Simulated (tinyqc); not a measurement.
# Wafer bonding and layer transfer: bond energy, gap closing, particles, bonding of dissimilar wafers and hydrogen blisters, step by step

A worked calculation. Computed by tinyqc, a small Python program that keeps every step. Command: `OMP_NUM_THREADS=1 python tinyqc.py 3004176 3004177 out.jsonl bond walk`. One thread of a shared host (Intel(R) Xeon(R) Processor @ 2.30GHz), about 0.01 s of CPU time with the checks. Intermediate numbers are printed to about 6 digits and carried at full precision; extremes and crossings named in words are read from the listed rows.

gamma is the energy per area of each of the two surfaces; plates are isotropic.

Inputs (values chosen for the exercise, with wafer 1 close to silicon):
```
quantity                                      value        unit
Young's modulus E1                              145         GPa
Young's modulus E2                             74.2         GPa
Poisson ratio nu                               0.28           -
thickness t1                                    775  micrometre
thickness t2                                    500  micrometre
blade thickness t_b                              80  micrometre
crack length L                                 15.1          mm
particle radius h                             0.098  micrometre
radius of a shallow gap R                      0.14          mm
half height of the gap h_g                       24          nm
expansion mismatch alpha_2 - alpha_1            3.4      1e-6/K
heating dT                                      400           K
implant depth d                                0.88  micrometre
hydrogen dose                                   9.7   1e16/cm^2
share of the dose released as H2               0.11           -
surface energy of the weakened plane gamma_s   0.99       J/m^2
anneal temperature T                            600           K
```

Pair: two different wafers.

Constants: k_B = 1.380649e-23 J/K.

## Bond energy from the blade test

Two cantilevers opened by t_b: gamma = 3 t_b^2 E1 t1^3 E2 t2^3/(16 L^4 (E1 t1^3 + E2 t2^3)).

bond energy gamma = 0.188221 J/m^2

An error of 5 % in L changes gamma by about 20 %. This is the level of van der Waals or hydrogen bonds, as after contact at room temperature.

## Does a shallow gap close?

E' = E1/(1 - nu^2), equal wafers of thickness t1 assumed. A gap of radius R closes if h_g < h_c: h_c = R^2/sqrt((2/3) E' t1^3/gamma) for R > 2 t1 (plate bending), h_c = 3.6 sqrt(R gamma/E') for R < 2 t1 (local deformation).

closable height h_c = 46.5894 nm

h_g/h_c = 0.515138

The gap closes.

## Void around a particle

E' = E1/(1 - nu^2), equal wafers assumed. Void radius in the plate regime: R_v = [(2/3) E' t1^3/gamma]^(1/4) h^(1/2). Below h_crit = 5 sqrt(t1 gamma/E') the wafers deform locally and R_v is of the order of h (taken as h).

critical particle radius = 0.152245 micrometre

void radius = 0.098 micrometre

The particle is small enough to be embedded.

## Heating a pair with different expansion

M = E/(1 - nu), misfit e = (alpha_2 - alpha_1) dT. Curvature k = 6 M1 M2 t1 t2 (t1 + t2) e/[M1^2 t1^4 + M2^2 t2^4 + 2 M1 M2 t1 t2 (2 t1^2 + 3 t1 t2 + 2 t2^2)]; force per width F = k (M1 t1^3 + M2 t2^3)/(6 (t1 + t2)); at the interface s1 = F/t1 + M1 k t1/2, s2 = -F/t2 - M2 k t2/2; stored biaxial energy U = F^2 [1/(M1 t1) + 1/(M2 t2)] + k^2 (M1 t1^3 + M2 t2^3)/12; the pair can part when U > 2 gamma.

curvature = 1.36369 1/m

force per width = 19.0070 kN/m

stress in wafer 1 at the interface = 130.945 MPa

stress in wafer 2 at the interface = -73.1479 MPa

stored energy U = 25.8495 J/m^2

largest dT for this gamma = 48.2706 K

U exceeds 2 gamma: the pair can debond; the bond strengthens on heating, so slow ramps or thinning one wafer first help. Caution: on a wafer of 100 mm the sag k R^2/2 would exceed half the thickness of the pair, beyond the small-deflection theory: the plate stiffens.

## Blistering after hydrogen implantation

A flat crack of radius r under a layer of thickness d, as a clamped plate: centre height w = 3 p r^4/(16 E' d^3), volume pi r^2 w/3, energy release G = 3 p^2 r^4/(32 E' d^3), E' = E1/(1 - nu^2). It grows when G = 2 gamma_s. The gas comes from the area pi r^2: p V = (dose x share/2) pi r^2 k_B T, and G = p w/2 = (3/2) N k_B T with N the H2 molecules per area. Share needed: G = 2 gamma_s. The pressure and height at growth are given for r = 10 d.

energy release G = 0.662919 J/m^2

share of the dose needed = 0.328547

pressure at growth = 19.4320 MPa

height at growth = 203.787 nm

The released gas does not suffice by this estimate. In this plate limit G depends on neither r nor d.

## Closable height against the size of the gap

The formulas are those given above.

Gap closing:
```
R (mm)    regime     h_c (nm)  slope h_c/R
1.00e-04   local  1.24516e+00    0.0124516
1.00e-03   local  3.93753e+00    0.0039375
1.00e-02   local  1.24516e+01    0.0012452
1.00e-01   local  3.93753e+01    0.0003938
5.00e-01   local  8.80458e+01    0.0001761
2.00e+00   plate  2.48356e+02    0.0001242
5.00e+00   plate  1.55222e+03    0.0003104
2.00e+01   plate  2.48356e+04    0.0012418
5.00e+01   plate  1.55222e+05    0.0031044
```

Roughness of 100 nm scale may be 1.2 nm in half height, waviness of radius 5 cm as much as 160 micrometre: h_c goes as R^(1/2) when the wafer deforms locally and as R^2 when it bends. The allowed slope is least near R = 2 t1, so defects about 4 t1 wide are the hardest to close; bow matters little.

Checks made by the program: gamma against the derivative of the beam energy (relative difference below 1e-10).
